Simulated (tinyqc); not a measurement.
A spin-degenerate level with charging energy between two leads, rate equations: two steps of the calculation.

States 0, up, down and 2 with energies 0, e1 - Ez/2, e1 + Ez/2 and 2 e1 + U. mu_L = +V/2, mu_R = -V/2 (meV), f(x) = 1/(1 + exp(x/kB T)). A transition that adds one electron of given spin at the energy E has the rate G f(E - mu) from each lead, and its reverse G [1 - f(E - mu)]. I counts electrons leaving the left lead, times q.

Values chosen for this exercise: charging energy of the second electron U = 8.6 meV; level e1 = -3.89 meV; tunnel rate to the left lead GL = 0.071 1/ns; tunnel rate to the right lead GR = 2.3 1/ns; temperature T = 2.9 K; bias V = 17 mV; Zeeman splitting Ez = 0 meV.

Constants: q = 1.602176634e-19 C, kB = 1.380649e-23 J/K, Vt = kB T/q. Results are converted to the units shown.

Task 1. Transition energies and Fermi factors. Transition energies: 0-up e1 - Ez/2, 0-down e1 + Ez/2, up-2 e1 + U + Ez/2, down-2 e1 + U - Ez/2.

Give: E; fL; fR.

Result 1.

```
transition,E (meV),fL,fR (1e-9)
0-up,-3.890,1.000,9.738
0-down,-3.890,1.000,9.738
up-2,4.710,1.000,0.000
down-2,4.710,1.000,0.000
```

Task 2. Steady state and current. Steady state: W p = 0 with sum p = 1. I = q GL sum over transitions i-j of [fL p_i - (1 - fL) p_j].

W (1/ns):
```
,0,up,down,2
0,-0.1420000,2.3000000,2.3000000,0.0000000
up,0.0710000,-2.3710000,0.0000000,2.3000000
down,0.0710000,0.0000000,-2.3710000,2.3000000
2,0.0000000,0.0710000,0.0710000,-4.6000000
```

fL, transition 0-up to down-2: [1.0000000, 1.0000000, 0.9999997, 0.9999997]

Give: p; mean number of electrons; I.

Result 2.

p: 0 0.94101, up 0.02905, down 0.02905, 2 0.00090
mean number of electrons = 0.059890
I = 22.070 pA

In units of q GL GR/(GL + GR) = 11.0 pA the current is 2.00; two independent spin channels fully inside the bias window would give 2.

Range of the model: Rate equations need hbar G well below kB T; cotunnelling and the Kondo effect are left out.

Computed by the program tinyqc: `OMP_NUM_THREADS=1 python tinyqc.py 2780030 2780031 out.jsonl`, one thread of a shared Intel Xeon 2.30GHz, about 0.01 s for the whole run.
